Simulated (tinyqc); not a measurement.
One-dimensional ballistic tunnel FET, two-band WKB: two steps of the calculation.

A p-type source for x < 0 with its Fermi level at 0 and its valence edge at ds; in the channel the bands fall as D exp(-x/lam) towards their flat values, with the conduction edge at Ec = ds - dP and D = dP + Eg. The gate moves dP one to one. The drain Fermi level lies at -Vd and the drain side reflects nothing. For w = E - Ec between 0 and dP an electron crosses the gap. Two-band dispersion with equal masses m: inside the gap kappa = sqrt(m u (1 - u/Eg)/C), u the distance from a band edge, C = hbar^2/(2 m0).

Values chosen for this exercise; band and dielectric values close to those of indium phosphide:
```
symbol  value  unit                                           meaning
T         300     K                                       temperature
Eg       1.35    eV                                          band gap
m       0.098    m0              band-edge mass of the two-band model
lam       4.5    nm           screening length of the source junction
ds        0.1    eV  source valence edge above the source Fermi level
Vd        0.5     V                                        drain bias
g           1              number of degenerate subbands (spin apart)
dP       0.27    eV        tunnelling window Ev(source) - Ec(channel)
w0       0.18    eV          energy above the channel conduction edge
nE         11                               points of the energy grid
```

Constants: q = 1.602176634e-19 C, kB = 1.380649e-23 J/K, hbar = 1.054571817e-34 J s, h = 6.62607015e-34 J s, m0 = 9.1093837015e-31 kg, Vt = kB T/q, hbar^2/(2 m0) = 0.0380998212 eV nm^2. Results are converted to the units shown.

Problem 1. The exponent in closed form. S(w) = 2 lam int_0^Eg kappa(u) du/(w + Eg - u) = 2 pi lam sqrt(m/(C Eg)) [w + Eg/2 - sqrt(w (w + Eg))], T(w) = exp(-S). The common triangular estimate is S = (4/3) lam sqrt(m/C) Eg^1.5/(dP + Eg) for all w.

Wanted: S(w0); T(w0); triangular S.

Solution 1.

S(w0) = 12.888
T(w0) = 2.5291e-6
triangular S = 9.3173

Problem 2. Current on a coarse grid. I = g (2 q^2/h) int_0^dP T(w) [f(E) - f(E + Vd)] dw, E = ds - dP + w, f(x) = 1/(1 + exp(x/Vt)). Simpson's rule on nE equally spaced points.

Give: w; T(w); difference of the f; I.

Solution 2.

```
point   w (eV)        T(w)  difference of the f
0      0.00000  3.6222e-12              0.99861
1      0.02700   2.3417e-9              0.99605
2      0.05400   2.0452e-8              0.98887
3      0.08100   9.0507e-8              0.96901
4      0.10800   2.8466e-7              0.91670
5      0.13500   7.2424e-7              0.79476
6      0.16200   1.5916e-6              0.57675
7      0.18900   3.1395e-6              0.32411
8      0.21600   5.6981e-6              0.14438
9      0.24300   9.6789e-6             0.056053
10     0.27000   1.5575e-5             0.020469
```

I = 9.2502e-6 uA

tinyqc, about 0.01 s, one thread, Intel Xeon 2.30GHz (shared host): `OMP_NUM_THREADS=1 python tinyqc.py 2620156 2620157 out.jsonl`
